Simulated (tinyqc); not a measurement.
Anisotropic wet etching of Si(100): plane rates, V-grooves, membranes and undercut. Changing the etch time t. Computed by tinyqc, a small Python program. Command: `OMP_NUM_THREADS=1 python tinyqc.py 3005191 3005192 out.jsonl wetetch sweep`. One thread of a shared host (Intel(R) Xeon(R) Processor @ 2.30GHz), about 0.01 s of CPU time with the checks.

A long slot opens the mask on a (100) wafer. The floor etches at R100; (111) walls stand at theta = arctan(sqrt2) = 54.7356 degrees to the surface and recede at R111 along their normal.

Inputs (values chosen for the exercise, close to those used for tetramethylammonium hydroxide solutions):
```
quantity                                                                  value     unit
prefactor k0 of the (100) rate                                            5e+08   um/min
activation energy of (100), E                                             0.616       eV
ratio (100)/(111) at 80 C                                                    29        -
extra energy of (111), dE                                                  0.08       eV
ratio (100)/oxide at 80 C                                                  3900        -
extra energy of the oxide, dE_ox                                           0.21       eV
bath temperature T                                                           90        C
width w (mask opening along <110>, or membrane width in the design step)    480       um
misalignment of the mask                                                    0.2  degrees
```

Constants: k_B = 8.617333262e-05 eV/K.

Method:
- R100 = k0 exp(-E/(k_B T)); a ratio given at 80 C scales as exp[(extra energy/k_B)(1/T - 1/353.15 K)]; R111 and R_ox follow by division.
- Temperatures in kelvin are T(C) + 273.15.
- A misaligned edge exposes ledges and adds R100 sin(misalignment) to the lateral rate (a simple estimate): u = R111/sin(theta) + R100 sin(misalignment). Top width W = w + 2 u t; floor width b = W - 2 z/tan(theta) = W - sqrt2 z. The floor lasts until b = 0, at t_V = w/(sqrt2 R100 - 2u); depth z = R100 t before t_V and W/sqrt2 after.

One run for each value:
```
etch time t (min)  depth z (um)  top width W (um)  floor width b (um)
1.0                        1.41            480.14              478.14
2.0                        2.83            480.28              476.28
4.1                        5.79            480.57              472.37
8.4                       11.87            481.16              464.37
17.0                      24.02            482.35              448.38
35.0                      49.46            484.84              414.89
71.0                     100.33            489.81              347.93
140.0                    197.82            499.34              219.58
```

Over the rows, depth z (um) rises from 1.41 to 198 (exponent d ln y / d ln x about 1.0 throughout); top width W (um) rises from 480 to 499 (exponent d ln y / d ln x 4.2e-4 between the first rows and 0.028 between the last); floor width b (um) falls from 478 to 220 (exponent d ln y / d ln x -0.0056 between the first rows and -0.68 between the last). The exponent of depth z stays at 1: the floor etches at a constant rate. The floor lasts through all rows, so the depth is R100 t. Left out: 290, 600 (the etch passes through the wafer).
